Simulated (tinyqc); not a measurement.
Resonant-tunnelling diode, transfer matrices and Tsu-Esaki current: two steps of the calculation.

Emitter (band edge 0), barrier d1, well Lw, barrier d2, collector (edge -V). The bias drops linearly over these layers and none in the contacts; each layer is cut into ns equal slices, flat at the value of their centres. E is the energy of motion across the layers, C = hbar^2/(2 m0), psi and psi'/m are continuous. Transport is coherent, T(E) is taken as independent of the transverse momentum, and charge in the well is ignored.

Inputs (values chosen for the exercise); masses and offsets close to those of InGaAs wells and InAlAs barriers: mass in the well, spacer and contacts mw = 0.041 m0; slices in each layer ns = 3; bias of the collector V = 0.21 V; trial energy E = 0.06766 eV.

Constants: q = 1.602176634e-19 C, hbar = 1.054571817e-34 J s, m0 = 9.1093837015e-31 kg, hbar^2/(2 m0) = 0.0380998212 eV nm^2. Results are converted to the units shown.

Task 1. Running product of the slice matrices at the trial energy. For the pair (psi, psi'/m) a flat layer has M = [[cos kd, (m/k) sin kd], [-(k/m) sin kd, cos kd]] with k = sqrt(m (E - U)/C) above its edge U, and M = [[cosh Kd, (m/K) sinh Kd], [(K/m) sinh Kd, cosh Kd]] with K = sqrt(m (U - E)/C) below it. Later slices stand to the left. With M acting on (psi, psi'/m) and v = k/m in each lead, T(E) = 4 vL vR/[(vL vR M12 - M21)^2 + (vR M11 + vL M22)^2]. vL = sqrt(mw E/C)/mw, vR = sqrt(mw (E + V)/C)/mw.

```
slice       U (eV)  m (m0)  width (nm)
0       0.49923077   0.077  0.93333333
1       0.47769231   0.077  0.93333333
2       0.45615385   0.077  0.93333333
3      -0.07807692   0.041   1.1666667
4      -0.10500000   0.041   1.1666667
5      -0.13192308   0.041   1.1666667
6       0.35384615   0.077  0.93333333
7       0.33230769   0.077  0.93333333
8       0.31076923   0.077  0.93333333
```

Wanted: Product after each layer; T(E).

Result 1.

Product after each layer:
```
              M11  M12 (nm)  M21 (1/nm)     M22
barrier d1  6.567    0.5377       75.10   6.302
well        7.949    0.6653      -69.36  -5.679
barrier d2  4.356    0.4151       21.76   2.303
```

T(E) = 0.06292

Task 2. Breit-Wigner parameters from a parabola through 1/T(E). Near a resonance 1/T(E) = (1/Tp) [1 + (2 (E - Er)/G)^2]. With y = 1/T(E) at E0 - h, E0, E0 + h: a = (y1 + y3 - 2 y2)/(2 h^2), b = (y3 - y1)/(2 h), Er = E0 - b/(2 a), 1/Tp = y2 - b^2/(4 a), G = 2 sqrt(1/(Tp a)), tau = hbar/G.

three energies (eV): 0.073027  0.075527  0.078027
T(E) at these energies: 0.36148369  0.71131864  0.39583748

Wanted: Er; Tp; G; tau.

Result 2.

Er = 0.07565 eV
Tp = 0.7128
G = 5.317 meV
tau = 123.8 fs

The true maximum of T(E) lies at 0.075588 eV with height 0.7117 and full width 5.339 meV; the fitted G is 0.41 % below that width.

Computed by the program tinyqc: `OMP_NUM_THREADS=1 python tinyqc.py 2600147 2600148 out.jsonl`, one thread of a shared Intel Xeon 2.30GHz, about 0.3 s for the whole run.
